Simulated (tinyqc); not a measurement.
Ewald sum of point charges, fluorite lattice, step by step. Computed by tinyqc, a small Python program that keeps every step. Command: `OMP_NUM_THREADS=1 python tinyqc.py 25926 25927 out.jsonl` (the two numbers bound the seeds that draw the settings). One thread of a shared host (Intel(R) Xeon(R) Processor @ 2.60GHz), about 0.08 s of CPU time with the checks.

## Ewald sum with eta = 0.344 1/bohr

cell vectors (rows) (bohr):
$$\begin{pmatrix}
0.000000 & 5.410000 & 5.410000 \\
5.410000 & 0.000000 & 5.410000 \\
5.410000 & 5.410000 & 0.000000
\end{pmatrix}$$

Charges:
```
q                f1        f2        f3
2.000000   0.000000  0.000000  0.000000
-1.000000  0.250000  0.250000  0.250000
-1.000000  0.750000  0.750000  0.750000
```

Real space: 1/2 sum q_i q_j erfc(eta r)/r over all images with r > 0; reciprocal space: (2 pi/V) sum_(G != 0) exp(-G^2/4 eta^2)/G^2 |S(G)|^2 with S(G) = sum q exp(i G.r); self term -eta/sqrt(pi) sum q^2; background -pi Q^2/(2 V eta^2), Q the total charge.

Real-space shells (first ones):
```
r (bohr)   pairs  sum (hartree)
4.685197      16      -0.077348
5.410000      12       0.009417
7.650895      36       0.000930
8.971470      48      -0.000068
9.370395      16       4.40e-06
10.820000     18       2.35e-07
11.790822     48      -3.94e-08
12.097128     48       7.89e-09
13.251740     72       6.21e-10
14.055592     64      -3.66e-11
15.301791     36              0
16.002996     96              0
```

Reciprocal shells (first ones that count):
```
G^2 (1/bohr^2)  vectors  sum (hartree)
1.011641              8       0.074045
1.348855              6       0.081712
3.709351             24       0.000203
4.046564              8       0.000122
6.407060             24       3.93e-07
6.744274             24       7.33e-07
9.104770             32       1.24e-09
```

## The total does not depend on eta

The same sums for other eta.

Totals (hartree per cell):
```
eta            real  reciprocal       self  background        total
0.344000  -0.067065    0.156083  -1.164487    0.000000  -1.07546906
0.467000  -0.006344    0.511734  -1.580859    0.000000  -1.07546906
0.608000  -0.000188    0.982883  -2.058164    0.000000  -1.07546906
```

shortest distance = 4.685197 bohr

Madelung constant -E d / (formula units |q+ q-|) = 2.519392
